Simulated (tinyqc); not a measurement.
Heavy and light holes: cyclotron masses of warped hole bands.

Inputs chosen for the exercise (near those of Ge; not measured data):

| symbol | value | unit | meaning |
|---|---|---|---|
| g1 | 13.29 |  | Luttinger gamma1 |
| g2 | 4.24 |  | gamma2 |
| g3 | 5.68 |  | gamma3 |
| ths | (0, 10, 25, 35, 55, 70, 90) | degrees | angles |

E = c k^2 f(n) with f = g1 -/+ 2 sqrt(g2^2 + 3 (g3^2 - g2^2)(nx^2 ny^2 + ny^2 nz^2 + nz^2 nx^2)). For the orbit through k = 0 perpendicular to b = (sin(theta)/sqrt2, sin(theta)/sqrt2, cos(theta)), mc is the mean of 1/f over the directions n in that plane (180 evenly spaced angles). Quantum effects of the lowest levels are left out.

Cyclotron masses (m0):

| theta (degrees) | heavy | light |
|---|---|---|
| 0 | 0.2866 | 0.0437 |
| 10 | 0.2943 | 0.0435 |
| 25 | 0.3316 | 0.0427 |
| 35 | 0.3628 | 0.0422 |
| 55 | 0.3880 | 0.0417 |
| 90 | 0.3815 | 0.0423 |

Give the missing row, theta (degrees) = 70.

Computed row:
```
theta (degrees)   heavy   light
70               0.3843  0.0419
```

The heavy mass varies by 35 % over the table, with its largest listed value at 55 degrees ([111] lies at 54.7) and its smallest at 0; the light mass varies by 4.9 %. The warping term enters both with the same size, but it is set against a small inverse mass in one and a large one in the other (along [111], g1 - 2 g3 = 1.93 and g1 + 2 g3 = 24.65).

Run: tinyqc, `OMP_NUM_THREADS=1 python tinyqc.py 1280990 1280991 out.jsonl`; Intel(R) Xeon(R) Processor @ 2.30GHz, one thread, shared host; about 0.01 s of CPU time with all checks.
